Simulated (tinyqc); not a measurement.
Decay of LO phonons and the hot-phonon bottleneck in the cooling of electrons: one step, computed by the program tinyqc. Command: `OMP_NUM_THREADS=1 python tinyqc.py 3000043 3000044 out.jsonl hotphonon walk`. One thread of a shared host (Intel(R) Xeon(R) Processor @ 2.30GHz), about 0.01 s of CPU time with the checks.

n(E, T) = 1/(exp(E/(k_B T)) - 1) is the Bose occupation. Electrons have a temperature T_e; the LO modes within their reach share one occupation N; the decay products stay at the lattice temperature.

Task: Lifetime and Raman width. Decay rate 1/tau = (1/tau_0) [1 + 2 n(hbar omega/2)]. Full width Gamma = 1/(2 pi c tau) in 1/cm, c in cm/s.

Inputs (values chosen for the exercise, modelled on gallium arsenide): LO energy hbar omega = 35.8 meV; lifetime at T = 0, tau_0 = 7.8 ps; lattice temperature T = 150 K.

Decay channel: two equal phonons (Klemens).

Constants: k_B = 8.617333262e-05 eV/K; c = 299792458 m/s.

Give: thermal factor tau_0/tau; phonon lifetime tau; Raman width Gamma; equilibrium LO occupation N_0.

Result:

thermal factor tau_0/tau = 1.6680

phonon lifetime tau = 4.6763 ps

Raman width Gamma = 1.1353 1/cm

equilibrium LO occupation N_0 = 0.066879

Stimulated decay shortens the lifetime by 40 %.
